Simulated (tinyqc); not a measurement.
# Delay unit and parasitic delay from two ring oscillators

Inverse problem. A ring of 51 inverters oscillates at 1/(2 x 51 d), with stage delay d = tau (h + p) for fan-out h. Find tau, p and the delay at fan-out 4.

frequencies of 51-stage ring oscillators with fan-out 1 and 5 (GHz): [1.7755581, 0.71867828]

Answer. d is a straight line in h with slope tau and intercept tau p.

tau = 2.030 ps
p = 1.720
delay at fan-out 4 = 11.61 ps

Computed by the program tinyqc: `OMP_NUM_THREADS=1 python tinyqc.py 2082065 2082066 out.jsonl`, one thread of a shared Intel Xeon 2.30GHz, about 0.01 s for the whole run.
